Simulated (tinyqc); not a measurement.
Front-illuminated p-i-n photodiode, quantum efficiency and bandwidth: two steps of the calculation.

Light enters through a p layer (0 to xp), a depleted layer (xp to xp + wi) and a thick n substrate, decaying as exp(-al x); one pass, no back reflection. Carriers made in the depleted layer are all collected; those in the neutral layers diffuse.

Values chosen for this exercise; values close to those of silicon at this wavelength: wavelength lam = 532 nm; absorption coefficient al = 7710 1/cm; reflectance of the front face Rf = 0.3; relative permittivity eps_r = 11.7; thickness of the front p layer xp = 0.87 um; thickness of the depleted layer wi = 1.9 um; electron diffusion coefficient in the p layer Dn = 10 cm^2/s; electron diffusion length in the p layer Ln = 18 um; recombination velocity of the front surface S = 8000 cm/s; hole diffusion length in the thick n substrate Lp = 45 um; electron drift velocity ve = 1.04e7 cm/s; hole drift velocity vh = 6.94e6 cm/s; diameter dia = 52 um; load resistance RL = 50 ohm; parasitic capacitance Cp = 10 fF; modulation frequency f = 18 GHz.

Constants: q = 1.602176634e-19 C, h = 6.62607015e-34 J s, c = 299792458 m/s, eps0 = 8.8541878128e-14 F/cm where lengths are in cm. Results are converted to the units shown.

Question 1. Quantum efficiency. k = al Ln, s = S Ln/Dn, e = exp(-al xp); front layer f1 = (k/(k^2 - 1)) {[s + k - e (s cosh(xp/Ln) + sinh(xp/Ln))]/[s sinh(xp/Ln) + cosh(xp/Ln)] - k e}; depleted layer f2 = e (1 - exp(-al wi)); substrate f3 = e exp(-al wi) al Lp/(1 + al Lp); external efficiency (1 - Rf)(f1 + f2 + f3); responsivity = efficiency q lam/(h c).

Give: s; f1; f2; f3; external efficiency; responsivity.

Answer 1.

s = 1.4400
f1 = 0.47065
f2 = 0.39315
f3 = 0.11485
external efficiency = 0.68506
responsivity = 0.29395 A/W

The front layer absorbs 48.9 % of the light that enters and collects 96.3 % of that. Diffusion from the neutral layers makes up 59.8 % of the current.

Question 2. Response at one frequency. Drift response for pairs made in the depleted layer, a = al wi, g = 1 - exp(-a), u = 2 pi i f, te = wi/ve, th = wi/vh: electrons He = [g - a (exp(-a) - exp(-u te))/(u te - a)]/(u te g), holes Hh = [g - a (1 - exp(-a - u th))/(a + u th)]/(u th g); C = eps0 eps_r pi (dia/2)^2/wi + Cp; total |He + Hh|/sqrt(1 + (2 pi f RL C)^2), for the current of the depleted layer alone.

Find: te; th; He; Hh; |He + Hh|; C; total response.

Answer 2.

te = 18.269 ps
th = 27.378 ps
He = 0.39506-0.37146i
Hh = 0.19906-0.22671i
|He + Hh| = 0.84308
C = 125.79 fF
total response = 0.68700

The drift response alone falls to 1/sqrt(2) at 25.7 GHz and the RC term alone at 25.3 GHz; together they give 17.2 GHz.

Program tinyqc, `OMP_NUM_THREADS=1 python tinyqc.py 2250032 2250033 out.jsonl`; Intel Xeon 2.30GHz, shared host, one thread, about 0.01 s.
